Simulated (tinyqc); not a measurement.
# Polarisation charge from two barrier thicknesses

Inverse problem. VT = phiB - dEc - q sigma d/(eps0 eps_r). Find sigma, phiB - dEc and the thickness at which VT = 0.

Inputs (values chosen for the exercise):
```
symbol  value  unit                                       meaning
eps_r     9.1        relative permittivity of barrier and channel
```

Constants: q = 1.602176634e-19 C, eps0 = 8.8541878128e-14 F/cm where lengths are in cm. Results are converted to the units shown.

VT for d = 25 and 35 nm (V): [-7.9671021, -11.474455]

Answer. VT is linear in d.

sigma = 1.76e13 cm^-2
phiB - dEc = 0.801 V
thickness for VT = 0 = 2.28 nm

Numbers from tinyqc (`OMP_NUM_THREADS=1 python tinyqc.py 2570079 2570080 out.jsonl`; about 0.02 s on one thread of a shared Intel Xeon 2.30GHz).
